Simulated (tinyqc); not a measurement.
# MOS inversion layer, Poisson-Schroedinger loop: what changes with what

Electrons confined at an insulator interface at z = 0, treated as a hard wall; parabolic valleys, Hartree approximation, no image or exchange terms. The depletion charge lies far deeper than the electrons and gives a uniform field q Nd/(eps0 eps_r); the gate balances all charge. Energies are counted from the band edge at the interface.

Inputs (values chosen for the exercise); masses and permittivity close to those of silicon (110): temperature T = 400 K; relative permittivity eps_r = 11.7; mass along z of valley set A (4 valley(s)) mz1 = 0.318 m0; in-plane density-of-states mass of set A md1 = 0.325 m0; mass along z of valley set B (2 valley(s)) mz2 = 0.19 m0; in-plane density-of-states mass of set B md2 = 0.414 m0; sheet density of electrons Ns = 8.4e11 cm^-2; sheet density of depletion charge Nd = 3.5e12 cm^-2; extra shift of set B (strain) dE = 0 eV.

Constants: q = 1.602176634e-19 C, kB = 1.380649e-23 J/K, hbar = 1.054571817e-34 J s, m0 = 9.1093837015e-31 kg, Vt = kB T/q, eps0 = 8.8541878128e-14 F/cm where lengths are in cm, hbar^2/(2 m0) = 0.0380998212 eV nm^2. Results are converted to the units shown.

Each table varies one quantity; the others keep the values above.

## Effect of the sheet density of electrons

Schroedinger equation -(C/mz) psi'' + (V0 + U + dE for set B) psi = E psi, C = hbar^2/(2 m0), psi(0) = 0, on a uniform mesh of 800 nodes with a far wall at 18 nm, 8 levels a set; V0 = q Nd z/(eps0 eps_r); dU/dz = q (Ns - integral of n from 0 to z)/(eps0 eps_r), U(0) = 0; N_k = g md m0 q Vt/(pi hbar^2) ln(1 + exp((EF - E_k)/Vt)), g the number of valleys of the set, sum N_k = Ns. Triangular well: E_k = a_k (C F^2/mz)^(1/3), a_1 = 2.338107, a_2 = 4.087949, C = hbar^2/(2 m0), F in eV/nm. Fang-Howard (all electrons in the lowest level of set A): b^3 = 6 (mz1/C) q (Nd + 11 Ns/32)/(eps0 eps_r), centroid 3/b, level C b^2/(4 mz1) + (3/b) q (Nd + 11 Ns/16)/(eps0 eps_r). The centroid adds 3.9 z_av/eps_r to an oxide-equivalent thickness.

Results:
columns A: Ns (cm^-2); B: A1 (meV); C: B1 (meV); D: EF (meV); E: share of A1 (%); F: share of set A (%); G: centroid z_av (nm); H: added oxide equivalent (nm); I: Fang-Howard centroid (nm)
```
A         B    C      D     E     F     G      H     I
1e11    167  198  -21.8  77.4  79.7  2.14  0.714  2.14
2.1e11  170  201   6.56  77.5  79.8  2.13  0.711  2.14
4.5e11  176  207   38.8  77.8  79.9  2.11  0.705  2.12
9.7e11  188  220   77.8  78.2  80.3  2.08  0.692  2.09
4.4e12  260  299    206  80.7  82.2  1.88  0.626  1.91
9.4e12  351  398    328  83.1  84.2  1.69  0.563  1.73
2e13    513  575    528  86.0  86.6  1.46  0.485  1.50
```

Estimate the missing row, Ns = 2.1e12 cm^-2.

Computed row:
columns A: Ns (cm^-2); B: A1 (meV); C: B1 (meV); D: EF (meV); E: share of A1 (%); F: share of set A (%); G: centroid z_av (nm); H: added oxide equivalent (nm); I: Fang-Howard centroid (nm)
```
A         B    C    D     E     F     G      H     I
2.1e12  213  248  131  79.1  81.0  2.00  0.667  2.02
```

With this row back in the table: As Ns goes from 1e11 to 2e13, A1 rises from 167 to 513 meV, the share of A1 rises from 77.4 to 86.0 % and the centroid falls from 2.14 to 1.46 nm. A1 goes as Ns^(0.51) between the last two rows (a triangular well in the field of that charge alone gives 2/3). EF lies more than 2 meV above A1 for Ns = 2e13. The Fang-Howard centroid is 0.099 % above the full one in the first row, where A1 holds 77.4 %, and 2.9 % above it in the last, where A1 holds 86.0 %.

## Effect of the sheet density of depletion charge

Schroedinger equation -(C/mz) psi'' + (V0 + U + dE for set B) psi = E psi, C = hbar^2/(2 m0), psi(0) = 0, on a uniform mesh of 800 nodes with a far wall at 110 nm, 8 levels a set; V0 = q Nd z/(eps0 eps_r); dU/dz = q (Ns - integral of n from 0 to z)/(eps0 eps_r), U(0) = 0; N_k = g md m0 q Vt/(pi hbar^2) ln(1 + exp((EF - E_k)/Vt)), g the number of valleys of the set, sum N_k = Ns.

Effect of the sheet density of depletion charge:
columns A: Nd (cm^-2); B: A1 (meV); C: B1 (meV); D: EF (meV); E: share of A1 (%); F: share of set A (%); G: centroid z_av (nm); H: added oxide equivalent (nm); I: Fang-Howard centroid (nm)
```
A          B     C      D     E     F     G      H     I
1e11    62.9  72.4  -80.1  35.0  68.5  8.61   2.87  4.48
1.7e11  66.0  76.0  -74.4  37.6  69.0  7.47   2.49  4.24
3.1e11  72.2  83.3  -63.9  42.5  69.9  6.00   2.00  3.88
5.3e11  81.7  94.5  -49.5  49.0  70.9  4.73   1.58  3.49
9.4e11  98.4   114  -27.1  57.8  72.5  3.60   1.20  3.05
1.6e12   123   144   2.63  66.5  74.7  2.84  0.946  2.64
2.9e12   166   195   50.3  75.5  78.7  2.24  0.745  2.22
5e12     227   267    114  82.7  83.5  1.83  0.611  1.87
```

As Nd goes from 1e11 to 5e12, A1 rises from 62.9 to 227 meV, the share of A1 rises from 35.0 to 82.7 % and the centroid falls from 8.61 to 1.83 nm. A1 goes as Nd^(0.57) between the last two rows (a triangular well in the field of that charge alone gives 2/3). The Fang-Howard centroid is 48 % below the full one in the first row, where A1 holds 35.0 %, and 2.3 % above it in the last, where A1 holds 82.7 %. For Nd = 1e11, 1.7e11, 3.1e11 the eighth level of a set still holds over 0.4 % of the electrons, so more levels and a farther wall would raise the centroid.

tinyqc, about 0.8 s, one thread, Intel Xeon 2.30GHz (shared host): `OMP_NUM_THREADS=1 python tinyqc.py 2160029 2160030 out.jsonl`
